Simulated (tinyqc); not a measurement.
Stillinger-Weber potential for a tetrahedral semiconductor. From one set of inputs to another, one input at a time. Computed by tinyqc, a small Python program. Command: `OMP_NUM_THREADS=1 python tinyqc.py 3020902 3020903 out.jsonl swsi ladder`. One thread of a shared host (Intel(R) Xeon(R) Processor @ 2.30GHz), about 0.1 s of CPU time with the checks.

With x = r/sigma: pair term eps A (B x^-4 - 1) exp(1/(x - a)); for each pair of neighbours j, k of atom i, three-body term eps lambda exp(gamma/(x_ij - a) + gamma/(x_ik - a)) (cos theta_jik + 1/3)^2; both vanish beyond x = a. A = 7.049556277, B = 0.6022245584, a = 1.8.

The inputs printed are set A. Set A is modelled on silicon; the values taken over come from a set modelled on germanium. Inputs not listed in the table keep their values of set A, so the rows need not describe a real material.

Inputs (values chosen for the exercise, modelled on silicon): energy scale eps = 2.138 eV; length scale sigma = 2.082 angstrom; three-body strength lambda = 23.3; gamma = 1.2.

Constants: 1 eV/angstrom^3 = 160.2176634 GPa.

Method. All angles are tetrahedral, so only the pair term acts; its minimum lies at x = 2^(1/6) with depth eps, and second neighbours lie beyond the cut-off. a0 = 4 d/sqrt3; E = -2 eps per atom. Second derivatives of the energy per atom, volume a0^3/8: e_xx gives C11, e_xx = -e_yy gives 2 (C11 - C12), e_xy = e_yx = h/2 gives the unrelaxed C44(0). Under that shear the second sublattice shifts by u_z; minimising over u_z gives C44 = C44(0) - E_hu^2/(E_uu V) and Kleinman's zeta = |E_hu/E_uu|/(a0/4). The optical force constant is k = 4 E_uu, with M omega^2 = k at the zone centre.

Each row keeps all changes above it:
```
input moved                     from     to  C12 (GPa)  C44 (GPa)  optical force constant k (eV/angstrom^2)
set A                              -      -     74.034     61.270                                    37.476
three-body strength lambda      23.3   34.7     60.398     80.697                                    42.376
length scale sigma (angstrom)  2.082  2.183     52.397     70.006                                    38.545
energy scale eps (eV)          2.138  2.028     49.701     66.404                                    36.562
```

Where does the difference come from?

C12 goes from 74.0 to 49.7, a factor 0.671 in all. The largest single move comes from three-body strength lambda (a factor 0.816). C44 goes from 61.3 to 66.4, a factor 1.08 in all. The largest single move comes from three-body strength lambda (a factor 1.32), and length scale sigma works against it (a factor 0.868). Optical force constant k goes from 37.5 to 36.6, a factor 0.9756 in all. The largest single move comes from three-body strength lambda (a factor 1.13), but it runs against the net change; the largest move in the direction of the net change is length scale sigma (a factor 0.910). The single moves hold for this order of the switches; the total does not depend on the order.

Caution (all rows): the original fit to silicon is too soft in shear (C44) and too stiff for the optical mode.

Extremes, crossings and ranges named in words are read from the listed rows.
